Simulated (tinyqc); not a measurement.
## Polycrystalline film, grain-boundary barriers (Seto model): effect of the temperature

One-dimensional grains of size Lg with donors N; each boundary has Qt acceptor-like traps per area at one level Et below the band edge. Trapped electrons qt deplete a width w = qt/N (both sides together) and raise a barrier Vb = q N w^2/(8 eps0 eps_r). Current crosses the barriers by thermionic emission at small bias. Abrupt depletion, full ionisation, Boltzmann statistics.

Nc is given at 300 K and scales as (T/300 K)^1.5; mg and vc are fixed. Partly depleted grains: the density at the grain centre is n0 = N and qt = Qt/(1 + 2 (Nc/N) exp((Vb - Et)/Vt)). If that gives qt >= N Lg, the grains are fully depleted: qt = N Lg, w = Lg and n0 = 2 Nc exp((Vb - Et)/Vt)/(Qt/(N Lg) - 1). Resistivity: barriers rb = Vt exp(Vb/Vt)/(q n0 vc Lg), grain interior rg = (1 - w/Lg)/(q mg N); effective mobility 1/(q N (rb + rg)).

Values chosen for this exercise; values close to those of polycrystalline silicon:
- eps_r = 11.7 (relative permittivity of the semiconductor)
- Lg = 20 nm (grain size)
- Qt = 1.1e12 cm^-2 (trap density at a boundary)
- N = 9.8e17 cm^-3 (donor density)
- mg = 260 cm^2/(V s) (mobility inside a grain)
- vc = 3.8e6 cm/s (collection velocity at the barrier)
- Nc = 2.8e19 cm^-3 (conduction-band density of states at the reference temperature)
- Et = 0.42 eV (trap level below the band edge)

Constants: q = 1.602176634e-19 C, kB = 1.380649e-23 J/K, Vt = kB T/q, eps0 = 8.8541878128e-14 F/cm where lengths are in cm. Results are converted to the units shown.

The same in every row: n0 (cm^-3) = 9.800e17.

Effect of the temperature:
```
T (K)    w/Lg   Vb (V)  resistivity (ohm cm)
220    0.5612  0.02387               0.06670
250    0.5612  0.02387               0.06542
280    0.5612  0.02387               0.06512
310    0.5612  0.02387               0.06545
340    0.5612  0.02387               0.06619
370    0.5610  0.02385               0.06721
400    0.5607  0.02383               0.06842
430    0.5600  0.02376               0.06975
```

As T goes from 220 to 430 K, the barrier stays near 0.0238 V and the resistivity goes from 0.0667 through a minimum of 0.0651 (at T = 280 K among the rows listed) to 0.0697 ohm cm. The grains are fully depleted in 0 of the 8 rows. The activation energy between the first two rows is 0.00308 eV. In every row the barrier is under 2 Vt, where the depletion and emission pictures are rough.

tinyqc, about 0.01 s, one thread, Intel Xeon 2.30GHz (shared host): `OMP_NUM_THREADS=1 python tinyqc.py 2610041 2610042 out.jsonl`
